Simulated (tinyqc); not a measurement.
Sweep of a biaxial (001) stress: deformation-potential model of the X valleys of a conduction band.

Valleys with axes along x, y and z, one whole valley each. Herring-Vogt shift of a valley with unit axis a: dE = Xd tr(e) + Xu a.e.a. Non-degenerate shares n_i = exp(-dE_i/kT)/sum_j exp(-dE_j/kT). Inverse mass tensor of a valley: (1 - a a)/mt + a a/ml; the masses are taken as independent of strain.

s11 = (C11 + C12)/((C11 - C12)(C11 + 2 C12)), s12 = -C12/((C11 - C12)(C11 + 2 C12)), s44 = 1/C44; exx = s11 sxx + s12 (syy + szz) and cyclic, exy = s44 sxy/2; tension is positive. A uniaxial stress X along the unit vector n is s_ij = X n_i n_j. Biaxial (001) means sxx = syy = X.

Constants: kB = 8.617333262e-05 eV/K.

Inputs chosen for the exercise (near those of GaP; not measured data):
- ml = 1.955 m0 (longitudinal mass)
- mt = 0.252 m0 (transverse mass)
- Xd = 1.54 eV (dilation potential)
- Xu = 6.35 eV (uniaxial potential)
- C11 = 139.3 GPa
- C12 = 62.1 GPa
- C44 = 72 GPa
- load = biaxial (001) (kind of stress)
- T = 300 K (temperature)

m_c = 1/(u.M.u) along [001] with M = sum_i n_i (inverse mass tensor); gain against zero stress at a fixed scattering time.

Results:

| X (GPa) | spread (meV) | lowest edge (meV) | n x | n y | n z | m_c (m0) | gain (%) |
|---|---|---|---|---|---|---|---|
| -1.50 | 123.4 | -82.8 | 0.498 | 0.498 | 0.004 | 0.2529 | 40.4 |
| -0.75 | 61.7 | -41.4 | 0.478 | 0.478 | 0.044 | 0.2620 | 35.5 |
| -0.30 | 24.7 | -16.6 | 0.419 | 0.419 | 0.161 | 0.2932 | 21.1 |
| 0.00 | 0.0 | 0.0 | 0.333 | 0.333 | 0.333 | 0.3551 | 0.0 |
| 0.30 | 24.7 | -8.1 | 0.218 | 0.218 | 0.565 | 0.4962 | -28.4 |
| 0.75 | 61.7 | -20.3 | 0.078 | 0.078 | 0.845 | 0.9537 | -62.8 |
| 1.50 | 123.4 | -40.6 | 0.008 | 0.008 | 0.983 | 1.7574 | -79.8 |

What can be read from this table?

Along [001] the gain is +40.4 % at -1.50 GPa and -79.8 % at 1.50 GPa. The slope at zero stress (from +/- 0.001 GPa), -86.8 % per GPa, carried to the ends would give +130 and -130 %; the response falls behind at both ends, as it saturates once the spread passes a few kT (kT = 25.9 meV, spread up to 123 meV).

Computed by tinyqc, a small Python program: `OMP_NUM_THREADS=1 python tinyqc.py 1050321 1050322 out.jsonl` (the numbers bound the seed that draws the inputs); one thread of a shared host (Intel(R) Xeon(R) Processor @ 2.30GHz), about 0.01 s for the whole set of steps.
